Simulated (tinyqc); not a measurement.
States in the gap of a film: thin (001) film in sp3s* tight binding with raised dangling bonds.

Planes alternate anion (a), cation (c) along [001], a/4 apart, starting with an anion; zero in-plane momentum; levels counted from the bulk Ev, the lower root of [[Epa, Vxx], [Vxx, Epc]]; no spin-orbit coupling. Block of s, pz, s*: from an anion to the cation above, Vss/2 (s,s), Vsapc/2 (s,z), -Vscpa/2 (z,s), Vxx/2 (z,z), Vxapc/2 (s*,z), -Vpaxc/2 (z,s*); to the cation below the same with the s-z and s*-z signs reversed. Block of u = (px + py)/sqrt2 and v = (px - py)/sqrt2: to the cation above (Vxx + Vxy)/2 for u and (Vxx - Vxy)/2 for v, to the cation below the reverse. Each surface atom has two dangling sp3 hybrids; raising both by dl adds (dl/2) [[1, t], [t, 1]] to its s, pz levels (t = -1 at the bottom face, +1 at the top) and dl to the one of u, v in whose plane the missing bonds lie (v for a bottom anion or a top cation, u for a top anion).

Parameters, chosen for this exercise (out of a larger set: near a published set for Ge, fitted to gaps, whose masses and valley positions are rough; the L valleys, lowest in Ge, lie off zero in-plane momentum and are not seen; not measured data): p = (-5.838, 1.602, -5.838, 1.602, 6.389, 6.389, -6.722, 1.625, 4.865, 5.412, 5.412, 5.181, 5.181) eV (order Esa, Epa, Esc, Epc, Exa, Exc, Vss, Vxx, Vxy, Vsapc, Vscpa, Vxapc, Vpaxc); Nw = 19 (planes in the thicker film).

edges (eV): Gamma 0.90700, Delta 0.82222

Levels between 0 and the lower bulk edge, the largest weight on the two outer planes of both faces among them, and the nearest levels outside, for several shifts dl.

Film of Nw planes:
```
dl (eV)  levels in the gap       at (eV)  surface weight  next above (eV)  next below (eV)
0                        1         0.159            0.40           0.8722          -0.1513
1                        2  0.007, 0.380            0.50           0.8723          -0.1453
2                        2  0.294, 0.636            0.50           0.8724          -0.1418
3                        1         0.530            0.40           0.8470          -0.1394
5                        1         0.796            0.29           0.8728          -0.1365
10                       0             -               -           0.8709          -0.1331
30                       0             -               -           0.8716          -0.1299
100                      0             -               -           0.8717          -0.1285
```

Can the levels of the bare film be read as confined subbands?

No: with bare surfaces (dl = 0) 1 level lies in the bulk gap, with up to 40 % of the weight on the four outer planes, two a face, where an even spread gives 21 %: a state drawn out of a band edge by the surface, no confined subband, which would lie outside the bulk gap. The reruns show the bulk gap clear from dl = 10 eV on, and at dl = 30 eV the next level above lies -0.1 meV from its value at 100 eV.

(tinyqc, `OMP_NUM_THREADS=1 python tinyqc.py 1480858 1480859 out.jsonl`, Intel(R) Xeon(R) Processor @ 2.30GHz, 1 thread, shared host, about 0.4 s.)
